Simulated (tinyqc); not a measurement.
## Trench capacitor in an array: capacitance, non-linearity, leakage and relaxation: capacitance, non-linearity and leakage against thickness

A film between two metal electrodes, each interface adding a series capacitance ci. The small-signal permittivity is ek (1 + aq E^2); the field is found with the linear permittivity. Leakage J = J0 sinh(E/Ef). After a voltage step the film passes a relaxation current kr C V tt^(-nr), tt being the time in seconds. The sidewall is a coaxial capacitor with radii a = dm/2 - t and b = dm/2, depth AR dm; the end face is left out.

Planar film: Cf = eps0 ek/t, 1/C = 1/Cf + 2/ci, EOT = 3.9 eps0/C, effective permittivity C t/eps0, E = (V/t) C/Cf; quadratic coefficient [C(V)/C - 1]/V^2 with Cf (1 + aq E^2) in C(V).

Inputs (values chosen for the exercise); permittivity of the order of that of tantalum oxide:
- ek = 26.1 (relative permittivity of the film)
- ci = 1000 uF/cm^2 (capacitance of each electrode interface (dead layer and screening))
- aq = 0.0066 cm^2/MV^2 (quadratic field coefficient of the permittivity)
- V = 2.2 V (bias)
- J0 = 9.1e-11 A/cm^2 (leakage prefactor)
- Ef = 0.36 MV/cm (field for an e-fold rise of the leakage)

Constants: eps0 = 8.8541878128e-14 F/cm where lengths are in cm. Results are converted to the units shown.

Capacitance, non-linearity and leakage against thickness:
```
t (nm),C (uF/cm^2),EOT (nm),effective permittivity,E (MV/cm),quadratic coefficient (ppm/V^2),J (A/cm^2)
4.7,4.869,0.7092,25.85,4.635,2.897e4,1.778e-5
6.4,3.585,0.9632,25.91,3.413,1.576e4,5.959e-7
8.9,2.583,1.337,25.97,2.459,8202,4.214e-8
12,1.918,1.800,26.00,1.826,4530,7.264e-9
17,1.356,2.547,26.03,1.291,2265,1.639e-9
23,1.003,3.444,26.05,0.9546,1240,6.419e-10
32,0.7211,4.789,26.06,0.6865,641.7,2.996e-10
44,0.5247,6.582,26.07,0.4995,339.8,1.708e-10
60,0.3849,8.972,26.08,0.3664,182.9,1.095e-10
```

What does the comparison show?

C falls from 4.87 to 0.385 uF/cm^2 while the effective permittivity goes from 25.8 to 26.1 (ek = 26.1). EOT is a straight line in t with slope 3.9/ek = 0.149 and intercept 0.00691 nm. The quadratic coefficient goes as t^(-1.97) between the first two rows and t^(-2.00) between the last two (-2 without interfaces), and J falls by 5.21 decades.

Program tinyqc, `OMP_NUM_THREADS=1 python tinyqc.py 2102030 2102031 out.jsonl`; Intel Xeon 2.30GHz, shared host, one thread, about 0.01 s.
